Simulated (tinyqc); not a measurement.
# Worked calculation: MOS inversion layer, Poisson-Schroedinger loop

Program tinyqc, `OMP_NUM_THREADS=1 python tinyqc.py 2160108 2160109 out.jsonl`; Intel Xeon 2.30GHz, shared host, one thread, about 0.8 s. Printed values are rounded.

Electrons confined at an insulator interface at z = 0, treated as a hard wall; parabolic valleys, Hartree approximation, no image or exchange terms. The depletion charge lies far deeper than the electrons and gives a uniform field q Nd/(eps0 eps_r); the gate balances all charge. Energies are counted from the band edge at the interface.

Inputs (values chosen for the exercise); masses and permittivity close to those of silicon (100): temperature T = 200 K; relative permittivity eps_r = 11.6; mass along z of valley set A (2 valley(s)) mz1 = 0.927 m0; in-plane density-of-states mass of set A md1 = 0.187 m0; mass along z of valley set B (4 valley(s)) mz2 = 0.191 m0; in-plane density-of-states mass of set B md2 = 0.42 m0; sheet density of electrons Ns = 4.2e12 cm^-2; sheet density of depletion charge Nd = 1.1e11 cm^-2; extra shift of set B (strain) dE = 0 eV; mesh step hz = 0.97 nm; mixing factor a = 0.5.

Constants: q = 1.602176634e-19 C, kB = 1.380649e-23 J/K, hbar = 1.054571817e-34 J s, m0 = 9.1093837015e-31 kg, Vt = kB T/q, eps0 = 8.8541878128e-14 F/cm where lengths are in cm, hbar^2/(2 m0) = 0.0380998212 eV nm^2. Results are converted to the units shown.

## Fixed part of the potential

z, node 1 to 19 (nm): [0.97, 1.94, 2.91, 3.88, 4.85, 5.82, 6.79, 7.76, 8.73, 9.7, 10.67, 11.64, 12.61, 13.58, 14.55, 15.52, 16.49, 17.46, 18.43]

V0 = q Nd z/(eps0 eps_r) in eV.

fixed potential V0, node 1 to 19 (eV): [0.0016644, 0.0033289, 0.0049933, 0.0066578, 0.0083222, 0.0099866, 0.0116511, 0.0133155, 0.0149800, 0.0166444, 0.0183088, 0.0199733, 0.0216377, 0.0233022, 0.0249666, 0.0266310, 0.0282955, 0.0299599, 0.0316244]

## Round 1: levels and probability densities

self-consistent potential U at the start, node 1 to 19 (eV): [0, 0, 0, 0, 0, 0, 0, 0, 0, 0, 0, 0, 0, 0, 0, 0, 0, 0, 0]

Tridiagonal Hamiltonian with psi = 0 one step beyond both ends: H_ii = C (1/m_(i-1/2) + 1/m_(i+1/2))/hz^2 + V0_i + U_i (+ dE for the set B), H_(i,i+1) = -C/(m_(i+1/2) hz^2), C = hbar^2/(2 m0). The lowest 2 level(s) of each valley set are kept, normalised to hz sum |psi|^2 = 1. The mass is the same on all intervals.

levels (eV): A1 0.0115138, A2 0.0200649, B1 0.0197045, B2 0.0379097
|psi|^2 of A1, node 1 to 19 (1/nm): [0.037541, 0.118215, 0.184442, 0.203404, 0.178423, 0.131723, 0.084555, 0.048199, 0.024762, 0.011591, 0.004985, 0.001984, 0.000734, 0.000254, 0.000082, 0.000025, 0.000007, 0.000002, 0.000000]
|psi|^2 of A2, node 1 to 19 (1/nm): [0.036309, 0.090499, 0.087529, 0.035644, 0.000566, 0.021788, 0.081197, 0.134988, 0.154524, 0.139146, 0.104808, 0.068352, 0.039440, 0.020420, 0.009564, 0.004053, 0.001529, 0.000480, 0.000094]
|psi|^2 of B1, node 1 to 19 (1/nm): [0.008344, 0.030596, 0.060015, 0.088830, 0.110732, 0.122234, 0.122815, 0.114221, 0.099413, 0.081570, 0.063398, 0.046792, 0.032803, 0.021776, 0.013578, 0.007810, 0.003983, 0.001632, 0.000386]
|psi|^2 of B2, node 1 to 19 (1/nm): [0.013319, 0.044556, 0.074162, 0.084850, 0.071457, 0.042449, 0.013833, 0.000214, 0.008110, 0.034225, 0.068323, 0.098349, 0.115120, 0.114880, 0.099371, 0.074135, 0.046156, 0.021803, 0.005616]

## Round 1: Fermi level and occupations

Level k holds N_k = D_k Vt ln(1 + exp((EF - E_k)/Vt)) with D = 2 md1 m0 q/(pi hbar^2) for the set A, D = 4 md2 m0 q/(pi hbar^2) for the set B per eV (spin included); EF is fixed by sum N_k = Ns.

EF = -0.00826038 eV
N_k (cm^-2): A1 7.42400e11, A2 4.75844e11, B1 2.17882e12, B2 8.02931e11

## Round 1: density, output potential and mixing

n_i = sum_k N_k |psi_k|^2 (converted to cm^-3). Hartree part by Gauss: on the interval before node i the electrons still beyond are S_i = Ns - hz sum_(j<i) n_j, and U_i = U_(i-1) + q S_i hz/(eps0 eps_r) in eV, U_0 = 0 at the interface. Mixing: U(new) = U + a (U(out) - U).

n, node 1 to 19 (in units of 1e18 cm^-3): [0.74022, 2.33266, 3.68890, 4.29641, 4.31371, 4.08568, 3.80109, 3.49057, 3.15029, 2.80024, 2.46564, 2.14917, 1.83218, 1.49592, 1.13983, 0.78488, 0.46470, 0.21292, 0.05395]
U(out), node 1 to 19 (eV): [0.063551, 0.126016, 0.185057, 0.238684, 0.286005, 0.326995, 0.361987, 0.391401, 0.415692, 0.435359, 0.450915, 0.462853, 0.471637, 0.477731, 0.481630, 0.483856, 0.484929, 0.485321, 0.485400]
U after round 1, node 1 to 19 (eV): [0.031776, 0.063008, 0.092529, 0.119342, 0.143003, 0.163497, 0.180994, 0.195701, 0.207846, 0.217679, 0.225458, 0.231427, 0.235818, 0.238866, 0.240815, 0.241928, 0.242465, 0.242661, 0.242700]

## Course of the self-consistent loop

Start from U = 0. Stop when the largest |U(out) - U| is below 1e-7 eV, or after 120 rounds.

Course of the iteration:
```
round  level A1 (eV)      EF (eV)  largest |U(out) - U| (eV)
1          0.0115138  -0.00826038                      0.485
2          0.0822071    0.0947830                      0.115
3          0.0987646     0.107202                     0.0301
4           0.108328     0.115708                     0.0134
5           0.113231     0.120961                    5.14e-3
6           0.115450     0.123221                    2.39e-3
7           0.116518     0.124320                    1.09e-3
8           0.117034     0.124834                    5.34e-4
9           0.117290     0.125092                    2.61e-4
...              ...          ...                        ...
13          0.117526     0.125328                    1.60e-5
14          0.117534     0.125336                    7.97e-6
15          0.117538     0.125340                    3.97e-6
16          0.117540     0.125342                    1.98e-6
17          0.117541     0.125343                    9.89e-7
18          0.117541     0.125343                    4.94e-7
19          0.117542     0.125344                    2.47e-7
20          0.117542     0.125344                    1.23e-7
21          0.117542     0.125344                    6.15e-8
```

Converged in 21 rounds. Towards the end the residual shrinks by a factor of about 0.50 a round.

## Converged levels, occupations and centroid

converged U, node 1 to 19 (eV): [0.063551, 0.104071, 0.127654, 0.142503, 0.152012, 0.158232, 0.162514, 0.165628, 0.167967, 0.169733, 0.171040, 0.171972, 0.172605, 0.173009, 0.173246, 0.173372, 0.173429, 0.173449, 0.173452]

Solve for the levels with V0 + U, find EF, n_i = sum_k N_k |psi_k|^2 (in cm^-3); share of each level N_k/Ns; centroid sum n z/sum n.

levels (eV): A1 0.117542, A2 0.162993, B1 0.164296, B2 0.198902
EF = 0.125344 eV
shares (%): A1 60.5767, A2 6.8365, B1 28.5805, B2 4.0063
n, node 1 to 19 (in units of 1e19 cm^-3): [1.56918, 1.15400, 0.59499, 0.36384, 0.22408, 0.13207, 0.07961, 0.05271, 0.03910, 0.03127, 0.02551, 0.02040, 0.01563, 0.01131, 0.00763, 0.00469, 0.00253, 0.00108, 0.00026]
centroid = 2.64745 nm

An 800-node mesh to 31 nm with 8 levels a set gives A1 = 0.1192 eV, EF = 0.1272 eV and a centroid of 2.924 nm; the levels kept above hold 95.5 % of the electrons there. The coarse centroid is 9.5 % below the fine one.

## Closed-form estimates

Triangular well: E_k = a_k (C F^2/mz)^(1/3), a_1 = 2.338107, a_2 = 4.087949, C = hbar^2/(2 m0), F in eV/nm. Fang-Howard (all electrons in the lowest level of set A): b^3 = 6 (mz1/C) q (Nd + 11 Ns/32)/(eps0 eps_r), centroid 3/b, level C b^2/(4 mz1) + (3/b) q (Nd + 11 Ns/16)/(eps0 eps_r). Use F = q (Nd + Ns)/(eps0 eps_r), the surface field, and F = q (Nd + Ns/2)/(eps0 eps_r).

A1 with the surface field = 0.133413 eV
A1 with Nd + Ns/2 = 0.0854692 eV
A2 with Nd + Ns/2 = 0.149434 eV
b = 1.52381 1/nm
Fang-Howard centroid = 1.96875 nm
Fang-Howard level = 0.115915 eV

Against the self-consistent A1 = 0.1192 eV on a fine mesh, the surface-field estimate is 12 % above it, the half-charge one 28 % below it and Fang-Howard 2.8 % below it. A1 holds 60.9 % of the electrons, and the Fang-Howard centroid is 33 % below the full one.
